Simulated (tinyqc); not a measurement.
Fermi level and growth conditions: formation energy of a charged point defect from supercell energies. Computed by tinyqc, a small Python program. Command: `OMP_NUM_THREADS=1 python tinyqc.py 3021401 3021402 out.jsonl formation walk`. One thread of a shared host (Intel(R) Xeon(R) Processor @ 2.30GHz), about 0.01 s of CPU time with the checks.

The host is a compound AB. Making the defect adds n_A = 0, n_B = -1, n_X = 1 atoms to the cell. All total energies are inputs. E_F is counted from the valence-band maximum (VBM); x = 0 is A-rich and x = 1 B-rich growth.

Inputs (values chosen for the exercise, with gap and screening modelled on GaAs):
```
quantity,value,unit
gap E_g,1.41,eV
E_VBM of the host cell,5.861,eV
potential alignment dV,0.047,eV
dielectric constant eps,13.3,-
cell length L,9.22,angstrom
mu_B of the pure element,-7.784,eV
formation enthalpy dH of AB,-0.982,eV
growth condition x,0.66,-
mu_X of the pure element,-2.895,eV
formation enthalpy of AX,-1.1,eV
```

Defect: impurity X on a B site. Supercell lattice: fcc.

charge states q: [0, -1, -2, -3]

E(defect, q) - E(host), in the order of q (eV): [9.775, 15.97, 21.539, 27.598]

Constants: e^2/(4 pi eps_0) = 14.39964548 eV angstrom.

Method:
- dmu_A = x dH and dmu_B = (1 - x) dH, so that dmu_A + dmu_B = dH; mu = mu(element) + dmu. The impurity is held at its solubility limit: dmu_X = min(0, dH(AX) - dmu_A).
- The reservoir term is sum n_i mu_i.
- Image-charge correction of a point charge in a neutralising background: E_corr = q^2 alpha e^2/(4 pi eps_0) / (2 eps L), alpha = 2.888282 for a fcc array with L the cube root of the volume.
- E_f(q, E_F) = [E(defect, q) - E(host)] - sum n_i mu_i + q (E_VBM + dV + E_F) + E_corr(q).
- Each entry is the lowest E_f over q.

E_f(q, 0) (eV): (q=0) 5.00400, (q=-1) 5.46058, (q=-2) 5.63033, (q=-3) 6.62923

sum n_i mu_i = 4.771 eV

Lowest formation energy (eV):
```
E_F (eV),stable q,"A-rich, x = 0",x = 0.5,"B-rich, x = 1"
0.000,0,5.0040,5.0040,5.0040
0.176,0,5.0040,5.0040,5.0040
0.352,-2,4.9263,4.9263,4.9263
0.529,-2,4.5723,4.5723,4.5723
0.705,-2,4.2203,4.2203,4.2203
0.881,-2,3.8683,3.8683,3.8683
1.057,-3,3.4582,3.4582,3.4582
1.234,-3,2.9272,2.9272,2.9272
1.410,-3,2.3992,2.3992,2.3992
```

What does the comparison show, and why?

The lines end where they began between A-rich and B-rich growth, because the cap on mu_X moves with the host potential. The slope of the envelope is the stable charge, so E_f is highest in the rows from E_F = 0 to 0.176 eV, where the neutral state is stable: the defect forms most easily in n-type material. Caution: the largest image-charge correction in these energies, q^2 alpha e^2/(8 pi eps_0 eps L) with alpha = 2.888282, exceeds a quarter of the gap; the point-charge term alone is then a rough estimate, usually too large for a charge that is spread out.

Extremes, crossings and ranges named in words are read from the listed rows.
